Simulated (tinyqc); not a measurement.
Starting guesses with plain Roothaan steps: SCF starting guesses in the sto-3g basis, for Li, spin multiplicity 2. Computed by the program tinyqc with PySCF. UHF with one setting changed at a time; a run stops when the energy changes by less than 1e-09 hartree and the error matrix is below 1e-5. Starts: the lowest orbitals of the core Hamiltonian, of the Wolfsberg-Helmholz matrix (K = 1.75), projected atomic densities, random orbitals, and the highest orbitals of the core Hamiltonian (a deliberately bad start).

Geometry (angstrom):

| atom | x | y | z |
|---|---|---|---|
| Li | 0.0000 | 0.0000 | 0.0000 |

lowest solution found by these runs and by PySCF with stability checks = -7.315526 hartree

Largest element of the error matrix X^T (FDS - SDF) X:

| iteration | core | Wolfsberg-Helmholz | atomic densities | random | highest core orbitals |
|---|---|---|---|---|---|
| 1 | 1.2e-01 | 1.9e-02 | 3.1e-02 | 9.7e-01 | 0.0e+00 |
| 2 | 1.8e-02 | 2.7e-03 | 6.9e-02 | 1.1e-01 | 1.1e-01 |
| 3 | 2.7e-03 | 4.1e-04 | 1.1e-02 | 3.8e-02 | 1.5e-02 |
| 4 | 4.0e-04 | 6.4e-05 | 1.6e-03 | 3.2e-02 | 2.0e-03 |
| 5 | 6.1e-05 | 1.0e-05 | 2.4e-04 | 2.5e-02 | 2.6e-04 |
| 6 | 9.2e-06 | 1.7e-06 | 3.6e-05 | 1.9e-02 | 3.4e-05 |
| 8 | - | - | - | 1.0e-02 | - |
| 10 | - | - | - | 5.5e-03 | - |
| 14 | - | - | - | 1.6e-03 | - |
| 20 | - | - | - | 2.3e-04 | - |
| 30 | - | - | - | 9.4e-06 | - |

How each run ends:

| run | iterations | E (hartree) | state |
|---|---|---|---|
| core | 7 | -7.31553 | lowest found |
| Wolfsberg-Helmholz | 6 | -7.23016 | higher |
| atomic densities | 7 | -7.31553 | lowest found |
| random | 31 | -7.31553 | lowest found |
| highest core orbitals | 7 | -7.23016 | higher |

What does the comparison show, and why?

3 of 5 runs reach the lowest solution found, in 7 to 31 iterations (fastest: core, atomic densities). Ending on a higher stationary point: Wolfsberg-Helmholz, highest core orbitals; a small error matrix cannot reveal that, and an occupation fixed by the start is kept by symmetry or by the shape of the basin. The first errors are 1e-01, 2e-02, 3e-02, 1e+00, 0e+00; the deliberately bad start has the smallest one, so a small first error does not mark a good start.
